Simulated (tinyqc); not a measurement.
Inside a calculation. Method: coupled-perturbed Hartree-Fock on RHF in the sto-3g basis, for H4, spin multiplicity 1. One step of it, computed by the program tinyqc.

Question. Coupled step 2. U_ai = -(mu_ai + sum_bj [4 (ai|bj) - (ab|ij) - (aj|bi)] U_bj) / (e_a - e_i); alpha = -4 sum U_ai mu_ai.

U after step 1:
```
           i1         i2
a3  -0.002254   1.786705
a4   0.574231  -0.000746
```

dipole integrals <a|z|i> (bohr):
```
           i1         i2
a3   0.001666  -1.393354
a4  -0.639381   0.000487
```

orbital energies (hartree): MO1 -0.556429, MO2 -0.475043, MO3 0.414640, MO4 0.661693

Two-electron integrals over orbitals (pq|rs), unique and non-zero (hartree):
```
(11|11) 0.430027    (21|11) -0.000939   (21|21) 0.210597    (22|11) 0.426300
(22|21) 0.000840    (22|22) 0.433526    (31|11) -0.035034   (31|21) -0.000199
(31|22) -0.003925   (31|31) 0.103952    (32|11) -0.000395   (32|21) 0.055314
(32|22) 0.000192    (32|31) 0.000316    (32|32) 0.097012    (33|11) 0.421859
(33|21) 0.000587    (33|22) 0.423267    (33|31) -0.010188   (33|32) 0.000123
(33|33) 0.438839    (41|11) 0.000206    (41|21) -0.013365   (41|22) -0.000013
(41|31) -0.000405   (41|32) 0.081948    (41|33) 0.000015    (41|41) 0.089553
(42|11) -0.044346   (42|21) -0.000166   (42|22) -0.016334   (42|31) 0.103040
(42|32) 0.000428    (42|33) -0.013737   (42|41) -0.000308   (42|42) 0.107297
(43|11) -0.000878   (43|21) 0.204087    (43|22) 0.000862    (43|31) -0.000176
(43|32) 0.057030    (43|33) 0.000647    (43|41) -0.011062   (43|42) -0.000159
(43|43) 0.216964    (44|11) 0.444820    (44|21) -0.000662   (44|22) 0.441151
(44|31) -0.039060   (44|32) -0.000351   (44|33) 0.452230    (44|41) 0.000194
(44|42) -0.048320   (44|43) -0.000666   (44|44) 0.482076
```

Give: U after step 2; polarisability.

Answer.

U after step 2:
```
        i1      i2
a3  -0.002   1.818
a4   0.578  -0.001
```

polarisability = 11.612 bohr^3
